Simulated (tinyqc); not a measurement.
Worked calculation: exchange-only LDA atom on a uniform radial grid, spin-unpolarised, for Be. Computed by tinyqc, a small Python program that keeps every step. Settings: Z = 4, points = 64, R = 13.9, functional = Slater exchange alone, mixing = 0.2, iteration cap = 56. Command: `OMP_NUM_THREADS=1 python tinyqc.py 28490 28491 out.jsonl` (the two numbers bound the seeds that draw the settings). One thread of a shared host (Intel(R) Xeon(R) Processor @ 2.60GHz), about 0.1 s of CPU time with the checks.

Spherical atom on a uniform radial grid r_j = j h with h = R/(N + 1), h sum u^2 = 1 and integrals as h times sums, u(0) = u(R) = 0 (atomic units):
```
parameter            value
Z                        4
points N                64
R                13.900000
h                 0.213846
mixing            0.200000
electrons in 1s          2
electrons in 2s          2
```

Three-point differences turn -u''/2 + [l(l+1)/2r^2 - Z/r + V] u = e u into a tridiagonal matrix (diagonal 1/h^2 + potential, off-diagonal -1/2h^2). D = sum f u^2; the Hartree potential y/r solves y'' = -D/r with y(0) = 0, y(R) = N_e; v_xc comes from rho = D/(4 pi r^2); E = sum f e - int D V + int D (V_H/2 + eps_xc); V(new) = V + mixing (V_H + v_xc - V).

Stop when input and output potentials agree to 1e-7.

Course of the cycle (hartree):
```
iteration            E     e(1s)     e(2s)  largest |V(out) - V(in)|
1          -11.2085845  -6.90866  -1.91606                  5.99e+00
2          -11.5702232  -5.93022  -1.45235                  4.53e+00
3          -11.8048667  -5.19342  -1.11364                  3.41e+00
4          -11.9543816  -4.64016  -0.86559                  2.55e+00
5          -12.0479984  -4.22603  -0.68342                  1.90e+00
6          -12.1056052  -3.91711  -0.54924                  1.41e+00
7          -12.1404362  -3.68752  -0.45013                  1.04e+00
8          -12.1611243  -3.51754  -0.37674                  7.60e-01
9          -12.1731947  -3.39216  -0.32225                  5.55e-01
10         -12.1801151  -3.30001  -0.28171                  4.04e-01
11         -12.1840181  -3.23251  -0.25147                  2.93e-01
...                ...       ...       ...                       ...
46         -12.1887616  -3.05185  -0.15972                  1.62e-05
47         -12.1887616  -3.05184  -0.15972                  1.28e-05
48         -12.1887616  -3.05184  -0.15972                  1.01e-05
49         -12.1887616  -3.05184  -0.15971                  8.03e-06
50         -12.1887616  -3.05184  -0.15971                  6.39e-06
51         -12.1887616  -3.05184  -0.15971                  5.09e-06
52         -12.1887616  -3.05184  -0.15971                  4.05e-06
53         -12.1887616  -3.05184  -0.15971                  3.22e-06
54         -12.1887616  -3.05184  -0.15971                  2.57e-06
55         -12.1887616  -3.05184  -0.15971                  2.05e-06
56         -12.1887616  -3.05184  -0.15971                  1.63e-06
```

Can the last value be used, and what does the course show?

Not by the stop rule, although the second column moves by less than 1e-07 over the last three steps; and the uniform grid itself carries an error of order h^2 at the cusp, far above the threshold. Not converged within 56 iterations: the residual falls steadily but slowly, by a factor of about 0.79 a step. Reruns (cap 100 unless said): mixing 0.3: converged in 44; mixing 0.6: converged in 18; the original settings with a cap of 400: converged in 69. Even converged, this uniform grid resolves the cusp poorly and misses the energy of the atom.
